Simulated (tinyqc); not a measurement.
# Changing the volume V0 of phase 2

Model: pressure-driven transition between two phases with analytic equations of state. Computed by tinyqc, a small Python program. Command: `OMP_NUM_THREADS=1 python tinyqc.py 3024682 3024683 out.jsonl transition sweep`. One thread of a shared host (Intel(R) Xeon(R) Processor @ 2.30GHz), about 0.01 s of CPU time with the checks.

Each phase obeys E = E0 + (9 B0 V0/h^2) {1 + [h (1 - x) - 1] exp(h (1 - x))}, P = 3 B0 (1 - x) x^-2 exp(h (1 - x)), x = (V/V0)^(1/3), h = (3/2)(B' - 1); E0 = 0 for phase 1 and Delta E0 for phase 2. H = E + P V.

Inputs (values chosen for the exercise, for two model phases):
```
quantity,value,unit
volume V0 of phase 1,19.3,angstrom^3/atom
B0 of phase 1,151,GPa
B' of phase 1,4.26,-
B0 of phase 2,190,GPa
B' of phase 2,4.11,-
"energy of phase 2 above phase 1, Delta E0",0.061,eV/atom
```

Equation of state: Vinet.

Constants: 1 eV/angstrom^3 = 160.2176634 GPa.

Method. If neither phase were compressed, P = Delta E0/(V0 of phase 1 - V0 of phase 2). Start from P = Delta E0/(V0 of phase 1 - V0 of phase 2); at each P solve P(V) = P for both phases and step P(new) = P - (H_2 - H_1)/(V_2 - V_1); stop when |H_2 - H_1| < 1e-10 eV. At the zero-temperature transition the volume change is V_2/V_1 - 1 and the work is P (V_1 - V_2).

One run for each value:
```
volume V0 of phase 2 (angstrom^3/atom),transition pressure (GPa),rigid estimate (GPa),volume change (%)
13.5,1.699,1.685,-29.897
14.2,1.935,1.916,-26.241
14.8,2.198,2.172,-23.099
15.5,2.612,2.572,-19.422
16.1,3.116,3.054,-16.253
16.8,4.029,3.909,-12.522
17.4,5.397,5.144,-9.264
18.1,9.105,8.144,-5.276
18.7,31.208,16.289,-0.778
```

Describe and explain the trends.

Over the rows, transition pressure (GPa) rises from 1.70 to 31.2 (exponent d ln y / d ln x 2.6 between the first rows and 38 between the last); rigid estimate (GPa) rises from 1.69 to 16.3 (exponent d ln y / d ln x 2.5 between the first rows and 21 between the last); volume change (%) rises from -29.9 to -0.778 (exponent d ln y / d ln x -2.6 between the first rows and -59 between the last). The smaller the volume gain, the more pressure is needed to pay Delta E0.
